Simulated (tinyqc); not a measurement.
Worked calculation: tight binding, dimerised chain. One step of it, computed by the program tinyqc.

Question. Levels at X. Diagonalise the Hermitian matrix.

H(k) at X (eV):
```
           A          B
A   0.390000  -0.020000
B  -0.020000  -0.390000
```

Give: eigenvalues; weights |c|^2 of the basis functions.

Answer.

eigenvalues (eV): -0.3905  0.3905

weights |c|^2 of the basis functions:
```
   band 1  band 2
A  0.0007  0.9993
B  0.9993  0.0007
```
